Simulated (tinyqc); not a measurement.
# Electron-beam lithography: double-Gaussian proximity function, edge placement and dose correction for parallel lines, step by step

A worked calculation. Computed by tinyqc, a small Python program that keeps every step. Command: `OMP_NUM_THREADS=1 python tinyqc.py 3111736 3111737 out.jsonl proximity walk`. One thread of a shared host (Intel(R) Xeon(R) Processor @ 2.30GHz), about 0.01 s of CPU time with the checks. Intermediate numbers are printed to about 6 digits and carried at full precision; extremes and crossings named in words are read from the listed rows.

Lines are infinitely long. Absorbed energy is counted so that the middle of a very large area written at dose 1 receives 1; the resist develops where it exceeds 1/2.

Inputs (values chosen for the exercise, of the order of those for 30 keV electrons in resist on silicon): forward range alpha = 0.012 micrometre; backscatter range beta = 4.2 micrometre; backscatter ratio eta = 0.93; base dose D0 = 640 microcoulomb/cm^2; beam current = 2.1 nA; pixel size = 5 nm; width of the test line = 0.1 micrometre; pattern density around the test line = 0.32.

line widths (micrometre): [0.1, 0.053, 0.044, 3.8]

gaps between the lines (micrometre): [0.069, 0.28, 0.14]

Constants: e = 1.602176634e-19 C.

## Layout

The first line starts at x = 0; each next one starts after the width and the gap.

Lines (micrometre):
```
line  left edge  right edge  centre
1         0.000       0.100  0.0500
2         0.169       0.222  0.1955
3         0.502       0.546  0.5240
4         0.686       4.486  2.5860
```

## Interaction matrix

f(r) = [exp(-r^2/alpha^2)/alpha^2 + eta exp(-r^2/beta^2)/beta^2]/(pi (1 + eta)). A line from a to b at dose d gives E(x) = d [S(alpha) + eta S(beta)]/(1 + eta), S(s) = [erf((b - x)/s) - erf((a - x)/s)]/2. M_ij is the mean of E at the two edges of line i from line j at dose 1.

M, rows 1, 2, 3, 4:
$$\begin{pmatrix}
0.265539 & 0.003426 & 0.002812 & 0.167481 \\
0.006465 & 0.262498 & 0.002831 & 0.173534 \\
0.006391 & 0.003410 & 0.261915 & 0.186556 \\
0.004224 & 0.002296 & 0.002007 & 0.451642
\end{pmatrix}$$

## Dose correction

Uncorrected edge energies are M 1. Solve M d = 1/2 for the doses d that put the mean edge energy of every line at the threshold.

edge energies at dose 1: 1 0.439258, 2 0.445327, 3 0.458272, 4 0.460169

corrected doses: 1 1.17200, 2 1.14657, 3 1.09237, 4 1.08543

largest over smallest dose = 1.07976

Line 1 needs the most and line 4 the least; a narrow isolated line much wider than alpha would need 1 + eta = 1.93.

## Printed widths

Edges are the roots of E(x) = 1/2 between a line centre and the middle of the next gap. Three cases: dose 1 everywhere; one common dose equal to the mean of d; the corrected doses.

Width error, printed less drawn (nm):
```
line  drawn width (nm)    dose 1  mean dose  corrected
1                  100  -5.06082   -0.45508   2.58e-04
2                   53  -4.54214    0.04315   1.35e-04
3                   44  -3.44941    1.10660   1.03e-04
4                 3800  -3.28621    1.26098   2.20e-05
```

With the common mean dose the errors span 1.7 nm. With corrected doses the largest error is below 0.01 nm.

## Dose to size and latitude

A test line of width w << beta in surroundings of density rho, all at dose d: near its edge E(x) = d [S + eta rho]/(1 + eta), S = [erf((b - x)/alpha) - erf((a - x)/alpha)]/2 for edges a and b, the second term being the background energy. Dose to size d_s = (1 + eta)/(erf(w/alpha) + 2 eta rho), dose = d_s D0; edge slope d [1 - exp(-w^2/alpha^2)]/(sqrt(pi) alpha (1 + eta)); width change per 1 % of dose = 2 x 0.01 x (1/2)/slope.

dose to size d_s = 1.20988

dose = 774.323 microcoulomb/cm^2

edge slope = 0.0294733 1/nm

width change per 1 % of dose = 0.339290 nm

background energy = 0.186560

The background supplies 37 % of the threshold.

## Shot noise and writing time

With dose = d_s D0: electrons per pixel N = dose x pixel area/e; relative noise 1/sqrt(N); time per cm^2 of pattern area = dose x density/current; pixel rate = current/(dose x pixel area).

electrons per pixel = 1208.24

shot noise = 2.87690 %

writing time per cm^2 = 32.7756 h

pixel rate = 10.8482 MHz

Checks made by the program: corrected edge energies (relative difference below 1e-10).
